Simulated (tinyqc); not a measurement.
Worked calculation: tight binding, honeycomb lattice. One step of it, computed by the program tinyqc.

Task: Bloch Hamiltonian at k. H_AB = -t1 (1 + exp(-i k.a1) + exp(-i k.a2)); H_AA = delta - 2 t2 sum cos(k.b + phi), H_BB = -delta - 2 t2 sum cos(k.b - phi), b = a1, a2 - a1, -a2.

Parameters chosen for this model:
```
parameter     value                        unit
t1         1.460000                 eV, nearest
t2                0       eV, second neighbours
phi        1.510000  rad, phase of t2 (Haldane)
delta             0          eV, +/- on A and B
```

k point k (fractions of the reciprocal vectors): 0.250000  -0.170000

Give: H(k) at k.

Result:

H(k) at k (eV):
```
                 A                B
A           0.0000  -2.1634+0.1806i
B  -2.1634-0.1806i           0.0000
```
